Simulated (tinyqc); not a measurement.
# Carrier lifetime of a p-type layer with SRH, radiative, Auger and surface recombination: effects of single changes

Uniform excess density dn = dp (no trapping), n = n0 + dn, p = p0 + dn, Boltzmann statistics, full ionisation. Surfaces enter as a rate 2 S dn/d, which holds while diffusion to them is fast.

Parameters, values chosen for the exercise; band and dielectric values close to those of indium phosphide: temperature T = 300 K; band gap Eg = 1.34 eV; conduction-band density of states at T Nc = 5.72e17 cm^-3; valence-band density of states at T Nv = 1.1e19 cm^-3; radiative coefficient B = 1.18e-10 cm^3/s; acceptor density N = 2.6e16 cm^-3; Auger coefficient (two electrons) Cn = 3.1e-30 cm^6/s; Auger coefficient (two holes) Cp = 2.8e-30 cm^6/s; trap density Nt = 9e13 cm^-3; capture cross-section for electrons sn = 1e-17 cm^2; capture cross-section for holes sp = 2e-14 cm^2; thermal velocity (both carriers) vth = 2.4e7 cm/s; trap level below the conduction band Et = 0.43 eV; surface recombination velocity (both faces) S = 6000 cm/s; sample thickness d = 2 um.

Constants: q = 1.602176634e-19 C, kB = 1.380649e-23 J/K, Vt = kB T/q. Results are converted to the units shown.

Each table varies one quantity; the others keep the values above.

## Lifetime against injection

ni = sqrt(Nc Nv) exp(-Eg/(2 Vt)), Eg in volts; majority density N/2 + sqrt(N^2/4 + ni^2), n0 p0 = ni^2; n1 = Nc exp(-Et/Vt), p1 = Nv exp((Et - Eg)/Vt); tn0 = 1/(sn vth Nt), tp0 = 1/(sp vth Nt). With e = n p - ni^2 = dn (n0 + p0 + dn): U_SRH = e/(tp0 (n + n1) + tn0 (p + p1)), U_rad = B e, U_Aug = (Cn n + Cp p) e, U_s = 2 S dn/d. Each tau is dn over its rate; tau = dn/U with U the sum.

The same in every row: tau_s (s) = 1.667e-8.

Lifetime against injection:
```
dn (cm^-3)  tau_SRH (s)  tau_rad (s)  tau_Aug (s)    tau (s)  radiative share (%)  largest path
1e11           4.630e-5     3.259e-7     5.283e-4   1.585e-8                4.863       surface
1e12           4.630e-5     3.259e-7     5.283e-4   1.585e-8                4.863       surface
1e13           4.630e-5     3.258e-7     5.277e-4   1.585e-8                4.865       surface
1e14           4.630e-5     3.247e-7     5.221e-4   1.585e-8                4.881       surface
1e15           4.630e-5     3.139e-7     4.706e-4   1.582e-8                5.040       surface
1e16           4.630e-5     2.354e-7     2.108e-4   1.556e-8                6.609       surface
1e17           4.631e-5     6.726e-8     1.197e-5   1.334e-8                19.83       surface
1e18           4.632e-5     8.260e-9     1.632e-7   5.341e-9                64.67     radiative
1e19           4.632e-5    8.453e-10     1.688e-9  5.449e-10                64.46     radiative
```

What does the comparison show?

Surface recombination leads at dn = 1e11, radiative from 1e18 on. The total lifetime falls from 1.58e-8 to 5.45e-10 s. tau_SRH goes from 4.63e-5 s (low-injection limit 4.63e-5 s) to 4.63e-5 s (high-injection limit tn0 + tp0 = 4.63e-5 s). Between the last two rows tau_rad goes as dn^(-0.99) and tau_Aug as dn^(-1.99); the radiative share goes from 4.86 through a maximum of 64.7 (at dn = 1e18 among the rows listed) to 64.5 %. For dn = 1e18, 1e19 the carriers are degenerate, where B and the Auger coefficients no longer stay constant.

## Effect of the acceptor density at dn = 1e15 cm^-3

Same model as above.

Here dn = 1e15 cm^-3.

The same in every row: tau_s (s) = 1.667e-8.

Results:
```
N (cm^-3)  tau_SRH (s)  tau_rad (s)  tau_Aug (s)   tau (s)  radiative share (%)  largest path
1e14          4.632e-5     7.704e-6       0.1471  1.662e-8               0.2158       surface
4e14          4.631e-5     6.053e-6       0.1018  1.661e-8               0.2745       surface
2e15          4.630e-5     2.825e-6      0.02899  1.656e-8               0.5863       surface
6e15          4.630e-5     1.211e-6     0.006293  1.643e-8                1.357       surface
3e16          4.630e-5     2.734e-7     3.588e-4  1.570e-8                5.744       surface
1e17          4.630e-5     8.391e-8     3.463e-5  1.389e-8                16.56       surface
2e18          4.630e-5     4.235e-9     8.915e-8  3.254e-9                76.82     radiative
```

Estimate the missing row, N = 4e17 cm^-3.

Computed row:
```
N (cm^-3)  tau_SRH (s)  tau_rad (s)  tau_Aug (s)   tau (s)  radiative share (%)  largest path
4e17          4.630e-5     2.113e-8     2.215e-6  9.277e-9                43.90       surface
```

With this row back in the table: Surface recombination leads at N = 1e14, radiative from 2e18 on. tau_SRH stays near 4.63e-5 s and the total lifetime falls from 1.66e-8 to 3.25e-9 s. Between the last two rows tau_rad goes as N^(-1.00) and tau_Aug as N^(-2.00).

tinyqc, about 0.01 s, one thread, Intel Xeon 2.30GHz (shared host): `OMP_NUM_THREADS=1 python tinyqc.py 2300147 2300148 out.jsonl`
